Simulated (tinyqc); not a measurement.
From a target level to the width: type-II superlattice in the two-band Kane model. Four cases, with inputs chosen for the exercise.

Problem. Which width a puts the bottom of C1 at the energy below?

Motion along the axis, period d = a + b, c = hbar^2/2m0. Conduction and light-hole bands couple: (E - Ec)(E - Ev) = Ep c k^2 in each layer, with mass m(E) = (E - Ev)/Ep, which may be negative. The conduction envelope psi and psi'/m(E) are continuous; a layer carries them by [[cos kt, (m/k) sin kt], [-(k/m) sin kt, cos kt]] (cosh and sinh for k^2 < 0), and cos(q d) = tr(M_B M_A)/2. C1 is the first miniband above EvB, with its bottom at tr/2 = +1 and its top at -1; the gap is the bottom of C1 less the top heavy-hole level HH1.

Constants: hbar^2/2m0 = 3.80998211 eV angstrom^2.

Case 1.

Values chosen (near those of an InAs/GaSb superlattice; the results hold for these values, not for the real material): b = 40 angstrom (layer B); EcA = 0 eV (conduction edge of A); EvA = -0.421 eV (valence edge of A); EcB = 0.996 eV (conduction edge of B); EvB = 0.172 eV (valence edge of B); EpA = 14.6 eV (coupling energy in A); EpB = 18.2 eV (coupling energy in B).

bottom of C1 = 0.251946 eV

Case 2.

Values chosen (near those of an InAs/GaSb superlattice; the results hold for these values, not for the real material): b = 57 angstrom (layer B); EcA = 0 eV (conduction edge of A); EvA = -0.417 eV (valence edge of A); EcB = 0.968 eV (conduction edge of B); EvB = 0.15 eV (valence edge of B); EpA = 14.1 eV (coupling energy in A); EpB = 18.2 eV (coupling energy in B).

bottom of C1 = 0.479774 eV

Case 3.

Values chosen (near those of an InAs/GaSb superlattice; the results hold for these values, not for the real material): b = 50 angstrom (layer B); EcA = 0 eV (conduction edge of A); EvA = -0.419 eV (valence edge of A); EcB = 0.906 eV (conduction edge of B); EvB = 0.104 eV (valence edge of B); EpA = 14.6 eV (coupling energy in A); EpB = 18.3 eV (coupling energy in B).

bottom of C1 = 0.312708 eV

Case 4.

Values chosen (near those of an InAs/GaSb superlattice; the results hold for these values, not for the real material): b = 24 angstrom (layer B); EcA = 0 eV (conduction edge of A); EvA = -0.411 eV (valence edge of A); EcB = 0.963 eV (conduction edge of B); EvB = 0.16 eV (valence edge of B); EpA = 14.1 eV (coupling energy in A); EpB = 17.7 eV (coupling energy in B).

bottom of C1 = 0.228538 eV

Find: k in A; kappa in B; a.

Solution. At q = 0 the state is even in both layers: (k/m_A) tan(k a/2) = (kappa/m_B) tanh(kappa b/2) with the masses at that energy; the first branch of the arctangent gives a.

Case 1.

k in A = 0.05521 1/angstrom
kappa in B = 0.02929 1/angstrom
a = 45.0 angstrom

Case 2.

k in A = 0.08949 1/angstrom
kappa in B = 0.04819 1/angstrom
a = 23.0 angstrom

Case 3.

k in A = 0.06414 1/angstrom
kappa in B = 0.04214 1/angstrom
a = 36.0 angstrom

Case 4.

k in A = 0.05216 1/angstrom
kappa in B = 0.02732 1/angstrom
a = 42.0 angstrom

Computed by tinyqc, one run a case: `OMP_NUM_THREADS=1 python tinyqc.py N N+1 out.jsonl` with N = 1251517, 1251524, 1251565, 1251589; one thread of a shared Intel(R) Xeon(R) Processor @ 2.30GHz, about 0.06 s a run at most.
